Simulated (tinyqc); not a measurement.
# MOS capacitor on an n-type substrate, surface potential from the exact charge relation: Capacitance-voltage curves

Uniform n-type substrate, Boltzmann statistics, full ionisation, classical densities. psi is the surface potential against the body (positive when the bands bend down) and u = -psi/Vt. Traps are spread evenly over the gap and neutral at flat band, so their charge is -q Dit psi; the minority quasi-Fermi level is shifted by Vb.

ni = sqrt(Nc Nv) exp(-Eg/(2 Vt)), Eg in volts; phiF = Vt ln(N/ni); Cox = eps0 eox/tox; Vfb = phiM - chi - Vt ln(Nc/N) - q Nf/Cox; Q0 = sqrt(2 eps0 eps_r q N Vt); r = (ni/N)^2 exp(-Vb/Vt); VT = Vfb - [(2 phiF + Vb)(1 + q Dit/Cox) + sqrt(2 eps0 eps_r q N (2 phiF + Vb))/Cox]. u = -psi/Vt; F^2 = exp(-u) + u - 1 + r (exp(u) - u - 1); Qs = +sign(u) Q0 F; Cs = -dQs/dpsi = (Q0/Vt) |1 - exp(-u) + r (exp(u) - 1)|/(2 F). psi solves Vg = Vfb + psi + (q Dit psi - Qs)/Cox. Low frequency: 1/C_LF = 1/Cox + 1/(Cs + q Dit). High frequency, in the simple estimate in which traps and minority carriers do not follow: 1/C_HF = 1/Cox + 1/Cd, Cd being Cs with r = 0 at the same psi. Deep depletion: r = 0 and Dit = 0 both in the equation for psi and in Cs. Minority sheet density N_inv = (Q0/(2 q)) int_0^u r (exp(t) - 1)/F(t) dt for u > 0. N_inv under 1 cm^-2 is printed as 0. Regimes: accumulation when majority carriers gather, then depletion up to |psi| = phiF + Vb, weak inversion up to 2 phiF + Vb, strong inversion beyond.

Parameters, values chosen for the exercise; band and dielectric values close to those of 4H silicon carbide:
- T = 293 K (temperature)
- Eg = 3.32 eV (band gap)
- eps_r = 9.56 (relative permittivity)
- Nc = 1.67e19 cm^-3 (conduction-band density of states at T)
- Nv = 2.37e19 cm^-3 (valence-band density of states at T)
- chi = 3.67 eV (electron affinity)
- N = 6e15 cm^-3 (donor density of the substrate)
- eox = 21.4 (relative permittivity of the gate insulator (close to hafnium oxide))
- tox = 51 nm (insulator thickness)
- phiM = 4.09 eV (gate work function)
- Nf = 0 cm^-2 (fixed charge at the interface, in units of q)
- Dit = 4.2e10 cm^-2 eV^-1 (density of interface traps)
- Vb = 0 V (reverse bias of the inversion layer against the body)

Constants: q = 1.602176634e-19 C, kB = 1.380649e-23 J/K, Vt = kB T/q, eps0 = 8.8541878128e-14 F/cm where lengths are in cm. Results are converted to the units shown.

Results:

| Vg (V) | psi (V) | C_LF/Cox | C_HF/Cox | C_deep/Cox | N_inv (cm^-2) | regime |
|---|---|---|---|---|---|---|
| 0.75 | 0.1555 | 0.8821 | 0.8819 | 0.8825 | 0 | accumulation |
| 0.28 | 0.03648 | 0.4578 | 0.4524 | 0.4539 | 0 | accumulation |
| -0.2 | -0.3514 | 0.1017 | 0.08682 | 0.08612 | 0 | depletion |
| -0.68 | -0.7904 | 0.07423 | 0.05844 | 0.05796 | 0 | depletion |
| -1.16 | -1.238 | 0.06316 | 0.04699 | 0.04660 | 0 | depletion |
| -1.63 | -1.680 | 0.05689 | 0.04050 | 0.04016 | 0 | weak inversion |
| -2.11 | -2.133 | 0.05258 | 0.03604 | 0.03574 | 0 | weak inversion |
| -3.06 | -3.006 | 0.5488 | 0.03049 | 0.03008 | 7.425e10 | strong inversion |
| -3.54 | -3.089 | 0.9170 | 0.03009 | 0.02808 | 9.887e11 | strong inversion |
| -4.02 | -3.118 | 0.9534 | 0.02995 | 0.02644 | 2.032e12 | strong inversion |

Estimate the missing row, Vg = -2.59 V.

Computed row:

| Vg (V) | psi (V) | C_LF/Cox | C_HF/Cox | C_deep/Cox | N_inv (cm^-2) | regime |
|---|---|---|---|---|---|---|
| -2.59 | -2.589 | 0.04945 | 0.03280 | 0.03252 | 5853 | weak inversion |

With this row back in the table: C_LF/Cox is lowest, 0.0494, at Vg = -2.59 V (weak inversion) among the rows listed and is 0.953 in the last row, where C_HF/Cox is 0.0299 and the deep-depletion value 0.0264. Vfb = 0.220 V, where C_HF/Cox = 0.326 (Cox in series with eps0 eps_r/LD), and VT = -2.93 V. Over the last two rows psi moves by only 0.061 V a volt of gate bias, since the inversion charge screens the body. In strong accumulation and inversion degeneracy and confinement, left out here, lower the capacitance.

Numbers from tinyqc (`OMP_NUM_THREADS=1 python tinyqc.py 2060153 2060154 out.jsonl`; about 0.01 s on one thread of a shared Intel Xeon 2.30GHz).
